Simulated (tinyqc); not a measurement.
Undoped symmetric double-gate MOSFET, analytic potential model: output curve.

An undoped body of thickness ts between two equal insulators and tied gates; long channel, electrons only, n = ni exp((psi - V)/Vt) with V the quasi-Fermi potential (0 at the source, Vd at the drain), constant mobility, no quantisation. Across the body psi(x) = V - 2 Vt ln[(ts/(2 beta)) sqrt(q ni/(2 eps0 eps_r Vt)) cos(2 beta x/ts)], x from the centre. Q is the electron charge per area of the whole body.

ni = sqrt(Nc Nv) exp(-Eg/(2 Vt)), Eg in volts; r = eps_r tox/(eox ts); V0 = dphi + 2 Vt ln[(2/ts) sqrt(2 eps0 eps_r Vt/(q ni))]. beta (between 0 and pi/2) solves (Vg - V0 - V)/(2 Vt) = ln(beta) - ln(cos beta) + 2 r beta tan(beta). Q = 8 eps0 eps_r Vt beta tan(beta)/ts; I = mu (1/L)(4 eps0 eps_r/ts)(2 Vt)^2 [g(beta_s) - g(beta_d)] per width, g = beta tan(beta) - beta^2/2 + r beta^2 tan^2(beta), with beta_s at V = 0 and beta_d at V = Vd.

Values chosen for this exercise; material values close to those of germanium: temperature T = 350 K; band gap Eg = 0.65 eV; relative permittivity of the semiconductor eps_r = 15.9; conduction-band density of states at T Nc = 1.32e19 cm^-3; valence-band density of states at T Nv = 7.65e18 cm^-3; relative permittivity of the gate insulator eox = 26.1; insulator thickness tox = 7.1 nm; body thickness ts = 10 nm; gate work function less that of the intrinsic body dphi = -0.13 V; channel mobility mu = 150 cm^2/(V s); gate length L = 0.2 um; gate voltage Vg = 0.45 V.

Constants: q = 1.602176634e-19 C, kB = 1.380649e-23 J/K, Vt = kB T/q, eps0 = 8.8541878128e-14 F/cm where lengths are in cm. Results are converted to the units shown.

Results:
```
Vd (V)	Qd (nC/cm^2)	Qd/Qs	I (uA/um)
0.06	1091	0.7829	55.83
0.16	627.6	0.4505	119.9
0.22	386.8	0.2776	142.6
0.27	219.2	0.1573	153.8
0.32	95.84	0.06879	159.6
0.38	21.88	0.01571	161.9
0.43	4.705	0.003377	162.3
0.48	0.9208	6.609e-4	162.4
```

Estimate the missing row, Vd = 0.11 V.

Computed row:
```
Vd (V)	Qd (nC/cm^2)	Qd/Qs	I (uA/um)
0.11	851.5	0.6111	92.21
```

With this row back in the table: The current rises from 55.8 to 162 uA/um, while the charge at the drain end falls from 0.78 to 6.6e-4 of that at the source. The current first comes within 1 % of its last value at Vd = 0.38 V among the rows. Over the last rows Qd falls by a factor of e for each Vt of drain voltage: the drain end is in weak inversion. In every row the surface density at the source passes 0.3 Nc, where Boltzmann statistics fail.

Computed by the program tinyqc: `OMP_NUM_THREADS=1 python tinyqc.py 2440060 2440061 out.jsonl`, one thread of a shared Intel Xeon 2.30GHz, about 0.01 s for the whole run.
